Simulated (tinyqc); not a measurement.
p-n diode with diffusion and depletion-layer recombination: two steps of the calculation.

Abrupt junction in the depletion approximation, low injection, full ionisation, neutral widths fixed, ohmic contact on the p side. Vj is the junction voltage; where a series resistance Rs is given, V = Vj + J Rs is the terminal voltage.

Parameters, values chosen for the exercise; band and dielectric values close to those of silicon:
- T = 450 K (temperature)
- Eg = 1.1 eV (band gap)
- eps_r = 11.6 (relative permittivity)
- Nc = 5.22e19 cm^-3 (conduction-band density of states at T)
- Nv = 4.78e19 cm^-3 (valence-band density of states at T)
- Na = 1.7e16 cm^-3 (acceptor density)
- Nd = 3.5e16 cm^-3 (donor density)
- mun = 1000 cm^2/(V s) (electron mobility in the p side)
- mup = 390 cm^2/(V s) (hole mobility in the n side)
- tn = 1e-8 s (electron lifetime)
- tp = 8e-8 s (hole lifetime)
- wp = 0.65 um (neutral width of the p side)
- wn = 2.6 um (neutral width of the n side)
- Sp = 9e5 cm/s (recombination velocity at the n contact)
- Et = 0 eV (trap level above the intrinsic level)
- Vj = 0.24 V (junction voltage at which recombination is evaluated)

Constants: q = 1.602176634e-19 C, kB = 1.380649e-23 J/K, Vt = kB T/q, eps0 = 8.8541878128e-14 F/cm where lengths are in cm. Results are converted to the units shown.

Question 1. Diffusion lengths and saturation currents. ni = sqrt(Nc Nv) exp(-Eg/(2 Vt)), Eg in volts; D = mu Vt; Ln = sqrt(Dn tn), Lp = sqrt(Dp tp); J0n = q ni^2 Dn coth(wp/Ln)/(Ln Na); J0p = (q ni^2 Dp/(Lp Nd)) (s + tanh(wn/Lp))/(1 + s tanh(wn/Lp)), s = Sp Lp/Dp.

Find: ni; Ln; Lp; J0n; J0p.

Answer 1.

ni = 3.4580e13 cm^-3
Ln = 6.2272 um
Lp = 10.999 um
J0n = 0.0067476 A/cm^2
J0p = 3.0535e-4 A/cm^2

wp/Ln = 0.10 and wn/Lp = 0.24; electrons carry 95.7 % of the diffusion current.

Question 2. Recombination in the depleted layer. ni = sqrt(Nc Nv) exp(-Eg/(2 Vt)), Eg in volts. Vbi = Vt ln(Na Nd/ni^2), W = sqrt(2 eps0 eps_r (Vbi - Vj)(1/Na + 1/Nd)/q), xp = W Nd/(Na + Nd), xn = W Na/(Na + Nd); u(x) = q Na (x + xp)^2/(2 eps0 eps_r) for x < 0 and Vbi - Vj - q Nd (xn - x)^2/(2 eps0 eps_r) for x > 0; p = Na exp(-u/Vt), n = Nd exp((u - Vbi + Vj)/Vt); U = ni^2 (exp(Vj/Vt) - 1)/(tp (n + ni exp(Et/Vt)) + tn (p + ni exp(-Et/Vt))); J_scr = q times the integral of U from -xp to xn. Trapezoid rule on 15 equal steps.

Find: W; x; u; n; p; U; J_scr.

Answer 2.

W = 173.51 nm

```
point	x (nm)	u (V)	n (cm^-3)	p (cm^-3)	U (cm^-3 s^-1)
0	-116.78	0.00000	3.4283e13	1.7000e16	3.3073e21
1	-105.22	0.00177	3.5887e13	1.6240e16	3.4541e21
2	-93.65	0.00710	4.1167e13	1.4157e16	3.9304e21
3	-82.08	0.01597	5.1748e13	1.1262e16	4.8518e21
4	-70.52	0.02839	7.1281e13	8.1761e15	6.4212e21
5	-58.95	0.04435	1.0760e14	5.4166e15	8.8275e21
6	-47.38	0.06387	1.7797e14	3.2747e15	1.1610e22
7	-35.81	0.08693	3.2259e14	1.8066e15	1.2378e22
8	-24.25	0.11354	6.4074e14	9.0957e14	9.1639e21
9	-12.68	0.14370	1.3946e15	4.1789e14	4.8932e21
10	-1.11	0.17741	3.3263e15	1.7521e14	2.1464e21
11	10.45	0.21023	7.7547e15	7.5155e13	9.3171e20
12	22.02	0.23580	1.4994e16	3.8870e13	4.8347e20
13	33.59	0.25406	2.4013e16	2.4271e13	3.0223e20
14	45.16	0.26502	3.1854e16	1.8296e13	2.2794e20
15	56.72	0.26867	3.5000e16	1.6652e13	2.0747e20
```

J_scr = 0.013228 A/cm^2

Computed by the program tinyqc: `OMP_NUM_THREADS=1 python tinyqc.py 2260131 2260132 out.jsonl`, one thread of a shared Intel Xeon 2.30GHz, about 0.01 s for the whole run.
